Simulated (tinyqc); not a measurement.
# Minority-electron transport through the base of a bipolar transistor (Moll-Ross and Kroemer integrals), step by step

A worked calculation. Computed by tinyqc, a small Python program that keeps every step. Command: `OMP_NUM_THREADS=1 python tinyqc.py 3011301 3011302 out.jsonl base walk`. One thread of a shared host (Intel(R) Xeon(R) Processor @ 2.30GHz), about 0.01 s of CPU time with the checks. Intermediate numbers are printed to about 6 digits and carried at full precision; extremes and crossings named in words are read from the listed rows.

Low injection, one dimension, x from the emitter edge (0) to the collector edge (W), s = x/W. Recombination is treated as a small correction (valid for tau_B well below tau_n), computed from the stored charge.

Inputs (values chosen for the exercise, modelled on InP): intrinsic density n_i at the emitter edge = 1.4e+07 1/cm^3; base doping at the emitter edge N_0 = 1.1e+18 1/cm^3; base width W = 39 nm; mu_min = 890 cm^2/(V s); mu_max = 4430 cm^2/(V s); N_ref = 1.4e+17 1/cm^3; saturation velocity v_s = 0.88 1e7 cm/s; electron lifetime tau_n = 4.8 ns; emitter Gummel number G_E = 6.7e+12 s/cm^4; base-emitter voltage V_BE = 0.76 V; temperature T = 300 K; gap narrowing across the base dE_g = 42 meV.

Base doping profile: uniform. Gap grading: linear. Exit of the base: saturation velocity.

Constants: k_B = 8.617333262e-05 eV/K; e = 1.602176634e-19 C.

## Profile and built-in field

N(x) = N_0; n_i(x)^2 = n_i^2 exp(s dE_g/k_B T); D(x) = (k_B T/e) mu, mu = mu_min + (mu_max - mu_min)/(1 + (N/N_ref)^0.7). Field that drives electrons towards the collector, averaged over the base: (k_B T/e) ln[N_0 n_i(W)^2/(N(W) n_i^2)]/W.

Across the base:
```
s    N (1/cm^3)  n_i(x)^2/n_i^2  D (cm^2/s)   y (s/cm^5)
0.0    1.10e+18         1.00000     40.4953  2.71636e+16
0.2    1.10e+18         1.38393     40.4953  1.96279e+16
0.4    1.10e+18         1.91526     40.4953  1.41827e+16
0.6    1.10e+18         2.65058     40.4953  1.02482e+16
0.8    1.10e+18         3.66822     40.4953  7.40513e+15
1.0    1.10e+18         5.07655     40.4953  5.35080e+15
```

drift factor eta (potential drop in k_B T/e) = 1.62463

mean built-in field = 10.7692 kV/cm

## Collector current and transit time

With y(x) = N n_i^2/(D n_i(x)^2): base Gummel number G_B = int_0^W y dx + N(W) n_i^2/(v_s n_i(W)^2); J_C = e n_i^2 exp(e V_BE/k_B T)/G_B; n(x) = (J_C/e)(n_i(x)^2/(N n_i^2)) [int_x^W y dx + the same exit term]; transit time tau_B = (e/J_C) int n dx; trapezoid rule on 401 even points.

base Gummel number G_B = 7.69857e+10 s/cm^4

collector current density J_C = 0.00238778 A/cm^2

base transit time tau_B = 0.335973 ps

share of the exit term in G_B = 31.9839 %

mean velocity W/tau_B = 1.16081 1e7 cm/s

Plain diffusion with the D of the emitter edge would take W^2/(2D) = 0.188 ps, 0.559 times the result. Caution: the mean velocity exceeds v_s, so drift-diffusion with a low-field mobility overstates the speed.

## Gain and speed

Emitter-limited gain beta_E = G_E/G_B; recombination-limited gain beta_R = tau_n/tau_B; 1/beta = 1/beta_E + 1/beta_R; f_T from the base alone = 1/(2 pi tau_B).

beta_E = 87.0292

beta_R = 14286.9

current gain beta = 86.5022

f_T from the base alone = 473.714 GHz

The gain is limited mainly by hole injection into the emitter (99 % of the base current).

## What grading buys

The formulas are those given above.

The same base with other gradings:
```
dE_g (meV)  dE_g/k_B T  G_B (s/cm^4)  J_C gain  tau_B (ps)  speed gain
0               0.0000   2.30938e+11    1.0000    0.630981     1.00000
25              0.9670   1.15423e+11    2.0008    0.423510     1.48988
50              1.9341   6.49259e+10    3.5569    0.304325     2.07338
75              2.9011   4.13795e+10    5.5810    0.231660     2.72374
100             3.8682   2.94271e+10    7.8478    0.184701     3.41624
150             5.8023   1.85808e+10   12.4288    0.129763     4.86258
200             7.7363   1.37426e+10   16.8046    0.099541     6.33893
300            11.6045   9.13074e+09   25.2924    0.067772     9.31033
```

At 100 meV J_C rises by a factor 7.85 and the transit is 3.42 times faster; at 300 meV the factors are 25.29 and 9.31. For a uniform base without exit term both tend to be linear in dE_g/k_B T, J_C as x/(1 - exp(-x)) and the speed as x/2. From 25 meV on the mean velocity W/tau_B exceeds v_s, so those speed gains are overstated.

Checks made by the program: transit time against W^2/(D eta) [1 - (1 - exp(-eta))/eta] plus the exit term (relative difference 9e-07).
